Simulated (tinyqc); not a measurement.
# Gated two-dimensional channel with two bands, quantum capacitance: effects of single changes

phi is the Fermi level above the lowest band edge, in volts; Vg is counted from the gate voltage at which an empty channel would have phi = 0. The channel has no thickness; trap charge is -q Dit phi.

Parameters, values chosen for the exercise; lowest band close to that of a thin InAs body:
```
symbol   value         unit                                                                 meaning
T          400            K                                                             temperature
eox        3.9               relative permittivity of the gate insulator (close to silicon dioxide)
tox         14           nm                                                     insulator thickness
md      0.0363           m0                                                           in-plane mass
gv           1                                                                    valley degeneracy
m2       0.049           m0                           in-plane mass of a second band, chosen freely
g2           1                                        valley degeneracy of that band, chosen freely
E2        0.16           eV                                        second band edge above the first
Dit          0  cm^-2 eV^-1                                                        density of traps
Vg        1.16            V                                                            gate voltage
```

Constants: q = 1.602176634e-19 C, kB = 1.380649e-23 J/K, hbar = 1.054571817e-34 J s, m0 = 9.1093837015e-31 kg, Vt = kB T/q, eps0 = 8.8541878128e-14 F/cm where lengths are in cm. Results are converted to the units shown.

Each table varies one quantity; the others keep the values above.

## Effect of the gate voltage

D1 = gv md m0 q/(pi hbar^2), D2 = g2 m2 m0 q/(pi hbar^2) per eV; n1 = D1 Vt ln(1 + exp(phi/Vt)), n2 = D2 Vt ln(1 + exp((phi - E2)/Vt)), n = n1 + n2; Cq = q dn/dphi = q [D1/(1 + exp(-phi/Vt)) + D2/(1 + exp((E2 - phi)/Vt))]. Cox = eps0 eox/tox; Vg = phi + q (n + Dit phi)/Cox. 1/C_G = 1/Cox + 1/(Cq + q Dit); dphi/dVg = Cox/(Cox + Cq + q Dit).

The same in every row: Cox (uF/cm^2) = 0.2467.

Results:
```
Vg (V)	phi (V)	n (cm^-2)	Cq (uF/cm^2)	C_G (uF/cm^2)	dphi/dVg	share of the second band (%)
-0.2	-0.2010	1.551e9	0.007199	0.006995	0.9716	1.286
-0.09	-0.1057	2.413e10	0.1097	0.07592	0.6922	1.314
0.02	-0.05088	1.091e11	0.4591	0.1605	0.3495	1.423
0.13	-0.02074	2.321e11	0.8771	0.1925	0.2195	1.602
0.36	0.01789	5.267e11	1.575	0.2133	0.1354	2.153
0.47	0.03184	6.745e11	1.817	0.2172	0.1195	2.510
0.58	0.04438	8.246e11	2.015	0.2198	0.1091	2.938
0.69	0.05595	9.761e11	2.182	0.2216	0.1016	3.448
0.8	0.06679	1.129e12	2.329	0.2230	0.09575	4.049
```

Estimate the missing row, Vg = 0.24 V.

Computed row:
```
Vg (V)	phi (V)	n (cm^-2)	Cq (uF/cm^2)	C_G (uF/cm^2)	dphi/dVg	share of the second band (%)
0.24	4.421e-5	3.694e11	1.247	0.2059	0.1651	1.835
```

With this row back in the table: As Vg goes from -0.2 to 0.8, Cq rises from 0.00720 to 2.33 uF/cm^2, C_G/Cox rises from 0.0284 to 0.904 and n rises from 1.55e9 to 1.13e12 cm^-2. Cq is below Cox for Vg = -0.2, -0.09; there the density of states limits the response dn/dVg more than the insulator does.

## Effect of the density of traps

Same model as above.

The same in every row: Cox (uF/cm^2) = 0.24665.

Effect of the density of traps:
```
Dit (cm^-2 eV^-1)	phi (V)	n (cm^-2)	Cq (uF/cm^2)	C_G (uF/cm^2)	dphi/dVg	share of the second band (%)
0	0.098598	1.6340e12	2.7706	0.22649	0.081746	6.7205
1e11	0.098076	1.6250e12	2.7626	0.22654	0.081529	6.6637
3e11	0.097046	1.6073e12	2.7470	0.22665	0.081090	6.5528
7e11	0.095033	1.5730e12	2.7168	0.22687	0.080195	6.3416
2e12	0.088923	1.4711e12	2.6284	0.22761	0.077188	5.7426
4e12	0.080684	1.3389e12	2.5147	0.22877	0.072497	5.0300
1e13	0.062397	1.0658e12	2.2703	0.23188	0.059879	3.7900
3e13	0.034330	7.0305e11	1.8576	0.23785	0.035691	2.5856
```

Read the table: what changes, and by how much?

As Dit goes from 0 to 3e13, Cq falls from 2.77 to 1.86 uF/cm^2, C_G/Cox rises from 0.918 to 0.964 and n falls from 1.63e12 to 7.03e11 cm^-2. Cq exceeds Cox in every row, so the insulator is the tighter limit, though Cq still cuts C_G by up to 8.2 %.

Program tinyqc, `OMP_NUM_THREADS=1 python tinyqc.py 2200046 2200047 out.jsonl`; Intel Xeon 2.30GHz, shared host, one thread, about 0.01 s.
